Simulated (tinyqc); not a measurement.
# Arrhenius plot from several rate windows

Emission rate en = sn vth(T) Nc(T) exp(-Et/kB T) = sn g T^2 exp(-Et/kB T), g = vth Nc/(300 K)^2, as vth goes as T^0.5 and Nc as T^1.5 (degeneracy factor 1). Here the cross-section is thermally activated, sn exp(-Eb/kB T) with Eb = 0.07 eV. Each window ew gives the temperature where en = ew.

Values chosen for this exercise; material values close to those of gallium arsenide:
```
symbol,value,unit,meaning
Nc,4.43e17,cm^-3,conduction-band density of states at 300 K
vth,4.5e7,cm/s,thermal velocity at 300 K
Et,0.21,eV,depth of the trap below the conduction edge
sn,2.5e-17,cm^2,capture cross-section
```

Constants: q = 1.602176634e-19 C, kB = 1.380649e-23 J/K. Results are converted to the units shown.

Arrhenius plot from several rate windows:
```
ew (1/s)  T peak (K)  q/kB T (1/eV)  ln(ew/T^2)    ln ew
1.7           176.28         65.831     -9.8135  0.53063
5.1           186.26         62.301     -8.8251   1.6292
15            197.17         58.855     -7.8601   2.7081
47            210.11         55.230     -6.8451   3.8501
140           224.06         51.791     -5.8822   4.9416
430           240.34         48.284     -4.9003   6.0638
1300          258.69         44.859     -3.9411   7.1701
3900          279.68         41.492     -2.9986   8.2687
```

The peak rises from 176 to 280 K. ln(ew/T^2) against q/kB T is a straight line of slope -0.2800 eV, which is Et + Eb and not Et = 0.21 eV: a capture barrier adds to the activation energy. Its intercept gives sn = 2.50e-17 cm^2. Leaving out the T^2 gives 0.3179 eV, too high by about 2 kB T.

Program tinyqc, `OMP_NUM_THREADS=1 python tinyqc.py 2050001 2050002 out.jsonl`; Intel Xeon 2.30GHz, shared host, one thread, about 0.01 s.
